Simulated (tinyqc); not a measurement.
Worked calculation: RHF in the sto-6g basis, for BeH+, spin multiplicity 1. One step of it, computed by the program tinyqc.

Task: Iteration 2: building the Fock matrix. J_ij = sum D_kl (ij|kl), K_ij = sum D_kl (ik|jl); F = H + J - 0.5 K; E = tr D H + tr D J / 2 - 0.25 tr D K + E_nn.

D after iteration 1:
```
            1Be 1s     1Be 2s   1Be 2px   1Be 2py    1Be 2pz      2H 1s
1Be 1s    2.082398  -0.304540  0.000000  0.000000  -0.195612  -0.051287
1Be 2s   -0.304540   1.104057  0.000000  0.000000   0.791409   0.216078
1Be 2px   0.000000   0.000000  0.000000  0.000000   0.000000   0.000000
1Be 2py   0.000000   0.000000  0.000000  0.000000   0.000000   0.000000
1Be 2pz  -0.195612   0.791409  0.000000  0.000000   0.571301   0.138824
2H 1s    -0.051287   0.216078  0.000000  0.000000   0.138824   0.125385
```

core Hamiltonian H = T + V (hartree):
```
            1Be 1s     1Be 2s    1Be 2px    1Be 2py    1Be 2pz      2H 1s
1Be 1s   -8.274312  -1.941748   0.000000   0.000000  -0.013099  -0.303765
1Be 2s   -1.941748  -2.398464   0.000000   0.000000  -0.117561  -0.846082
1Be 2px   0.000000   0.000000  -1.928277   0.000000   0.000000   0.000000
1Be 2py   0.000000   0.000000   0.000000  -1.928277   0.000000   0.000000
1Be 2pz  -0.013099  -0.117561   0.000000   0.000000  -2.015116  -0.955302
2H 1s    -0.303765  -0.846082   0.000000   0.000000  -0.955302  -1.780851
```

Two-electron integrals (ij|kl) in chemists' order, unique and non-zero (hartree):
```
(11|11) 2.299996   (21|11) 0.361879   (21|21) 0.071926   (22|11) 0.570332
(22|21) 0.139654   (22|22) 0.417773   (31|31) 0.015252   (32|31) 0.022555
(32|32) 0.092340   (33|11) 0.570332   (33|21) 0.139654   (33|22) 0.417773
(33|33) 0.450117   (41|41) 0.015252   (42|41) 0.022555   (42|42) 0.092340
(43|43) 0.024258   (44|11) 0.570332   (44|21) 0.139654   (44|22) 0.417773
(44|33) 0.401601   (44|44) 0.450117   (51|51) 0.015252   (52|51) 0.022555
(52|52) 0.092340   (53|53) 0.024258   (54|54) 0.024258   (55|11) 0.570332
(55|21) 0.139654   (55|22) 0.417773   (55|33) 0.401601   (55|44) 0.401601
(55|55) 0.450117   (61|11) 0.056984   (61|21) 0.011018   (61|22) 0.021378
(61|33) 0.021201   (61|44) 0.021201   (61|51) 0.001095   (61|52) 0.002147
(61|55) 0.021731   (61|61) 0.001786   (62|11) 0.157102   (62|21) 0.039199
(62|22) 0.130151   (62|33) 0.125022   (62|44) 0.125022   (62|51) 0.005417
(62|52) 0.033591   (62|55) 0.140411   (62|61) 0.006680   (62|62) 0.063884
(63|31) 0.003503   (63|32) 0.016590   (63|53) 0.005601   (63|63) 0.005352
(64|41) 0.003503   (64|42) 0.016590   (64|54) 0.005601   (64|64) 0.005352
(65|11) 0.176066   (65|21) 0.044432   (65|22) 0.153841   (65|33) 0.144843
(65|44) 0.144843   (65|51) 0.008682   (65|52) 0.052157   (65|55) 0.171837
(65|61) 0.007899   (65|62) 0.085460   (65|65) 0.117260   (66|11) 0.327285
(66|21) 0.083205   (66|22) 0.309511   (66|33) 0.287754   (66|44) 0.287754
(66|51) 0.012627   (66|52) 0.103246   (66|55) 0.353025   (66|61) 0.014556
(66|62) 0.198730   (66|65) 0.280836   (66|66) 0.774999
```

nuclear repulsion = 1.31309482 hartree

Give: Coulomb J; exchange K; Fock matrix F; total energy of this density.

Result:

Coulomb J (hartree):
```
         1Be 1s  1Be 2s  1Be 2px  1Be 2py  1Be 2pz  2H 1s
1Be 1s    5.677   0.982    0.000    0.000    0.036  0.158
1Be 2s    0.982   1.938    0.000    0.000    0.179  0.654
1Be 2px   0.000   0.000    1.921    0.000    0.000  0.000
1Be 2py   0.000   0.000    0.000    1.921    0.000  0.000
1Be 2pz   0.036   0.179    0.000    0.000    1.971  0.791
2H 1s     0.158   0.654    0.000    0.000    0.791  1.592
```

exchange K (hartree):
```
         1Be 1s  1Be 2s  1Be 2px  1Be 2py  1Be 2pz  2H 1s
1Be 1s    4.657   0.731    0.000    0.000    0.020  0.128
1Be 2s    0.731   0.648    0.000    0.000    0.447  0.444
1Be 2px   0.000   0.000    0.143    0.000    0.000  0.000
1Be 2py   0.000   0.000    0.000    0.143    0.000  0.000
1Be 2pz   0.020   0.447    0.000    0.000    0.461  0.422
2H 1s     0.128   0.444    0.000    0.000    0.422  0.529
```

Fock matrix F (hartree):
```
         1Be 1s  1Be 2s  1Be 2px  1Be 2py  1Be 2pz   2H 1s
1Be 1s   -4.926  -1.325    0.000    0.000    0.013  -0.210
1Be 2s   -1.325  -0.785    0.000    0.000   -0.162  -0.414
1Be 2px   0.000   0.000   -0.078    0.000    0.000   0.000
1Be 2py   0.000   0.000    0.000   -0.078    0.000   0.000
1Be 2pz   0.013  -0.162    0.000    0.000   -0.274  -0.376
2H 1s    -0.210  -0.414    0.000    0.000   -0.376  -0.453
```

total energy of this density = -14.63949 hartree

This density is a damped mixture and is not idempotent.
